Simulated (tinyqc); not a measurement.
From results back to parameters: band gaps under pressure and temperature from deformation potentials. Four cases, with inputs chosen for the exercise.

Problem. A gap moves by a ln(V/V0) with V/V0 = (1 + Bp P/B0)^(-1/Bp). B0 and the shifts at two pressures are given.

Case 1.

Values chosen (out of a larger set: near those of InAs, the X and L potentials typical of such crystals; not measured data): P12 = (4, 5) GPa (two pressures).

B0 = 58.0000 GPa

shifts at the two pressures (eV): 0.3647014  0.4412517

Case 2.

Values chosen (out of a larger set: near those of Ge, the X and L potentials typical of such crystals; not measured data): P12 = (6, 8) GPa (two pressures).

B0 = 75.5000 GPa

shifts at the two pressures (eV): 0.6628591  0.8480396

Case 3.

Values chosen (out of a larger set: near those of AlAs, the X and L potentials typical of such crystals; not measured data): P12 = (3, 4) GPa (two pressures).

B0 = 77.9667 GPa

shifts at the two pressures (eV): 0.2938031  0.3826722

Case 4.

Values chosen (out of a larger set: near those of GaAs, the X and L potentials typical of such crystals; not measured data): P12 = (5, 8) GPa (two pressures).

B0 = 79.6333 GPa

shifts at the two pressures (eV): 0.4688531  0.7049214

Find: ratio of the shifts; Bp; a.

Solution. The ratio of the shifts, ln(1 + Bp P2/B0)/ln(1 + Bp P1/B0), falls steadily from P2/P1 as Bp grows and so fixes Bp; then a = -shift x Bp/ln(1 + Bp P/B0).

Case 1.

ratio of the shifts = 1.2099
Bp = 4.97
a = -6.15 eV

Case 2.

ratio of the shifts = 1.2794
Bp = 4.08
a = -9.63 eV

Case 3.

ratio of the shifts = 1.3025
Bp = 4.22
a = -8.24 eV

Case 4.

ratio of the shifts = 1.5035
Bp = 4.23
a = -8.42 eV

Computed by tinyqc, one run a case: `OMP_NUM_THREADS=1 python tinyqc.py N N+1 out.jsonl` with N = 1080335, 1080399, 1080410, 1080477; one thread of a shared Intel(R) Xeon(R) Processor @ 2.30GHz, about 0.01 s a run at most.
